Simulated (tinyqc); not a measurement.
Polytypes and stacking faults of a tetrahedral semiconductor in an axial Ising model with couplings up to third neighbours: one step, computed by the program tinyqc.

Each double layer has s = +1 or -1 for the sense of its stacking step; E per pair of atoms = E0 - sum_n J_n <s_i s_(i+n)>, n = 1, 2, 3. Hexagonality h = (1 - <s_i s_(i+1)>)/2.

Question. Electronic energy gained by the fault. The fault binds electrons in a two-dimensional band E_b below the conduction edge, g2 = m m0/(pi hbar^2) for one valley. With the Fermi level held by the bulk, eta = ln[n/N_c(T)], N_c(T) = N_c (T/300)^1.5, the grand potential falls by g2 (k_B T)^2 F1(x), x = eta + E_b/(k_B T), F1(x) = integral from 0 to infinity of ln(1 + exp(x - t)) dt; sheet density g2 k_B T ln(1 + e^x). Band bending by the trapped charge is left out, so the gain is an upper bound. Net fault energy = gamma of the single Shockley (31) fault less the electronic gain.

Inputs (values chosen for the exercise, of the order of those of SiC for J, a, G and the gaps):

| quantity | value | unit |
|---|---|---|
| binding energy of the fault level E_b | 0.2 | eV |
| in-plane mass m | 0.36 | m0 |
| effective density of states N_c at 300 K | 1.6e+19 | 1/cm^3 |
| electron density n | 4.1e+16 | 1/cm^3 |
| temperature T | 1200 | K |

Host polytype: 4H.

energy of the glide fault, single Shockley (31) = 30.34505 mJ/m^2

Constants: m_0 = 9.1093837015e-31 kg; hbar = 1.054571817e-34 J s; k_B = 1.380649e-23 J/K; k_B = 8.617333262e-05 eV/K.

Give: x; sheet density; electronic gain; net fault energy.

Answer.

x = -6.112

sheet density = 3.442e+10 1/cm^2

electronic gain = 0.005706 mJ/m^2

net fault energy = 30.34 mJ/m^2

The gain offsets 0.019 % of the fault energy.
